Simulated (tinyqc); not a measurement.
# Worked calculation: MOS inversion layer, Poisson-Schroedinger loop

Computed by the program tinyqc: `OMP_NUM_THREADS=1 python tinyqc.py 2160103 2160104 out.jsonl`, one thread of a shared Intel Xeon 2.30GHz, about 0.8 s for the whole run. Printed values are rounded.

Electrons confined at an insulator interface at z = 0, treated as a hard wall; parabolic valleys, Hartree approximation, no image or exchange terms. The depletion charge lies far deeper than the electrons and gives a uniform field q Nd/(eps0 eps_r); the gate balances all charge. Energies are counted from the band edge at the interface.

Values chosen for this exercise; masses and permittivity close to those of silicon (100): temperature T = 300 K; relative permittivity eps_r = 11.7; mass along z of valley set A (2 valley(s)) mz1 = 0.928 m0; in-plane density-of-states mass of set A md1 = 0.191 m0; mass along z of valley set B (4 valley(s)) mz2 = 0.189 m0; in-plane density-of-states mass of set B md2 = 0.412 m0; sheet density of electrons Ns = 3.4e11 cm^-2; sheet density of depletion charge Nd = 3e12 cm^-2; extra shift of set B (strain) dE = 0.04 eV; mesh step hz = 0.64 nm; mixing factor a = 0.3.

Constants: q = 1.602176634e-19 C, kB = 1.380649e-23 J/K, hbar = 1.054571817e-34 J s, m0 = 9.1093837015e-31 kg, Vt = kB T/q, eps0 = 8.8541878128e-14 F/cm where lengths are in cm, hbar^2/(2 m0) = 0.0380998212 eV nm^2. Results are converted to the units shown.

## Fixed part of the potential

z, node 1 to 18 (nm): [0.64, 1.28, 1.92, 2.56, 3.2, 3.84, 4.48, 5.12, 5.76, 6.4, 7.04, 7.68, 8.32, 8.96, 9.6, 10.24, 10.88, 11.52]

V0 = q Nd z/(eps0 eps_r) in eV.

fixed potential V0, node 1 to 18 (eV): [0.029695, 0.059389, 0.089084, 0.118778, 0.148473, 0.178167, 0.207862, 0.237557, 0.267251, 0.296946, 0.326640, 0.356335, 0.386029, 0.415724, 0.445419, 0.475113, 0.504808, 0.534502]

## Round 1: levels and probability densities

self-consistent potential U at the start, node 1 to 18 (eV): [0, 0, 0, 0, 0, 0, 0, 0, 0, 0, 0, 0, 0, 0, 0, 0, 0, 0]

Tridiagonal Hamiltonian with psi = 0 one step beyond both ends: H_ii = C (1/m_(i-1/2) + 1/m_(i+1/2))/hz^2 + V0_i + U_i (+ dE for the set B), H_(i,i+1) = -C/(m_(i+1/2) hz^2), C = hbar^2/(2 m0). The lowest 2 level(s) of each valley set are kept, normalised to hz sum |psi|^2 = 1. The mass is the same on all intervals.

levels (eV): A1 0.102348, A2 0.176197, B1 0.215954, B2 0.346182

```
node  |psi|^2 of A1 (1/nm)  |psi|^2 of A2 (1/nm)  |psi|^2 of B1 (1/nm)  |psi|^2 of B2 (1/nm)
1                 0.381397              0.317635              0.088589              0.084301
2                 0.620162              0.092071              0.256873              0.174371
3                 0.384299              0.096307              0.355184              0.112503
4                 0.137119              0.428222              0.336313              0.011087
5                 0.032895              0.388845              0.246516              0.027199
6                 0.005761              0.176636              0.148502              0.146144
7                 0.000776              0.050737              0.076147              0.250217
8                 0.000083              0.010277              0.034013              0.268549
9                 0.000007              0.001565              0.013454              0.215256
10                0.000001              0.000187              0.004771              0.139127
11                0.000000              0.000018              0.001531              0.075646
12                0.000000              0.000001              0.000448              0.035537
13                0.000000              0.000000              0.000121              0.014689
14                0.000000              0.000000              0.000030              0.005409
15                0.000000              0.000000              0.000007              0.001786
16                0.000000              0.000000              0.000001              0.000526
17                0.000000              0.000000              0.000000              0.000132
18                0.000000              0.000000              0.000000              0.000022
```

## Round 1: Fermi level and occupations

Level k holds N_k = D_k Vt ln(1 + exp((EF - E_k)/Vt)) with D = 2 md1 m0 q/(pi hbar^2) for the set A, D = 4 md2 m0 q/(pi hbar^2) for the set B per eV (spin included); EF is fixed by sum N_k = Ns.

EF = 0.0359675 eV
N_k (cm^-2): A1 3.04900e11, A2 1.81443e10, B1 1.68463e10, B2 1.09391e8

## Round 1: density, output potential and mixing

n_i = sum_k N_k |psi_k|^2 (converted to cm^-3). Hartree part by Gauss: on the interval before node i the electrons still beyond are S_i = Ns - hz sum_(j<i) n_j, and U_i = U_(i-1) + q S_i hz/(eps0 eps_r) in eV, U_0 = 0 at the interface. Mixing: U(new) = U + a (U(out) - U).

```
node  n (1e18 cm^-3)  U(out) (1e-3 eV)  U after round 1 (1e-3 eV)
1            1.23553           3.36538                    1.00962
2            1.95104           5.94808                    1.78442
3            1.24916           7.29482                    2.18845
4            0.55244           7.85024                    2.35507
5            0.21241           8.05570                    2.41671
6            0.07479           8.12659                    2.43798
7            0.02467           8.15011                    2.44503
8            0.00814           8.15800                    2.44740
9            0.00281           8.16073                    2.44822
10           0.00099           8.16168                    2.44850
11           0.00034           8.16201                    2.44860
12           0.00011           8.16211                    2.44863
13           0.00004           8.16214                    2.44864
14           0.00001           8.16215                    2.44865
15           0.00000           8.16216                    2.44865
16           0.00000           8.16216                    2.44865
17           0.00000           8.16216                    2.44865
18           0.00000           8.16216                    2.44865
```

## Course of the self-consistent loop

Start from U = 0. Stop when the largest |U(out) - U| is below 1e-7 eV, or after 60 rounds. From round 2 on: Anderson mixing of depth m keeps the last m inputs V and residuals F = V(out) - V(in), fits c by least squares to F = dF c over their successive differences dF, dV, and sets V(new) = V + a F - (dV + a dF) c. Here m = 3.

Course of the iteration:
```
round  level A1 (eV)    EF (eV)  largest |U(out) - U| (eV)
1           0.102348  0.0359675                    8.16e-3
2           0.104107  0.0377639                    5.67e-3
3           0.108111  0.0418539                    4.08e-5
4           0.108143  0.0418840                    1.03e-6
5           0.108143  0.0418842                    6.63e-8
```

Converged in 5 rounds.

## Converged levels, occupations and centroid

converged U, node 1 to 18 (in units of 1e-3 eV): [3.36532, 5.91138, 7.20985, 7.73529, 7.92720, 7.99296, 8.01471, 8.02201, 8.02454, 8.02542, 8.02572, 8.02582, 8.02585, 8.02586, 8.02586, 8.02586, 8.02586, 8.02586]

Solve for the levels with V0 + U, find EF, n_i = sum_k N_k |psi_k|^2 (in cm^-3); share of each level N_k/Ns; centroid sum n z/sum n.

levels (eV): A1 0.108143, A2 0.182990, B1 0.223095, B2 0.353651
EF = 0.0418842 eV
shares (%): A1 90.0849, A2 5.1591, B1 4.7257, B2 0.0303
n, node 1 to 18 (in units of 1e18 cm^-3): [1.29350, 1.96932, 1.22020, 0.52650, 0.19917, 0.06946, 0.02282, 0.00753, 0.00260, 0.00092, 0.00032, 0.00011, 0.00003, 0.00001, 0.00000, 0.00000, 0.00000, 0.00000]
centroid = 1.52629 nm

An 800-node mesh to 19 nm with 8 levels a set gives A1 = 0.1101 eV, EF = 0.04389 eV and a centroid of 1.585 nm; the levels kept above hold 99.6 % of the electrons there. The coarse centroid is 3.7 % below the fine one.

## Closed-form estimates

Triangular well: E_k = a_k (C F^2/mz)^(1/3), a_1 = 2.338107, a_2 = 4.087949, C = hbar^2/(2 m0), F in eV/nm. Fang-Howard (all electrons in the lowest level of set A): b^3 = 6 (mz1/C) q (Nd + 11 Ns/32)/(eps0 eps_r), centroid 3/b, level C b^2/(4 mz1) + (3/b) q (Nd + 11 Ns/16)/(eps0 eps_r). Use F = q (Nd + Ns)/(eps0 eps_r), the surface field, and F = q (Nd + Ns/2)/(eps0 eps_r).

A1 with the surface field = 0.111876 eV
A1 with Nd + Ns/2 = 0.108047 eV
A2 with Nd + Ns/2 = 0.188910 eV
b = 1.91701 1/nm
Fang-Howard centroid = 1.56494 nm
Fang-Howard level = 0.115986 eV

Against the self-consistent A1 = 0.1101 eV on a fine mesh, the surface-field estimate is 1.6 % above it, the half-charge one 1.9 % below it and Fang-Howard 5.4 % above it. A1 holds 90.3 % of the electrons, and the Fang-Howard centroid is 1.3 % below the full one.
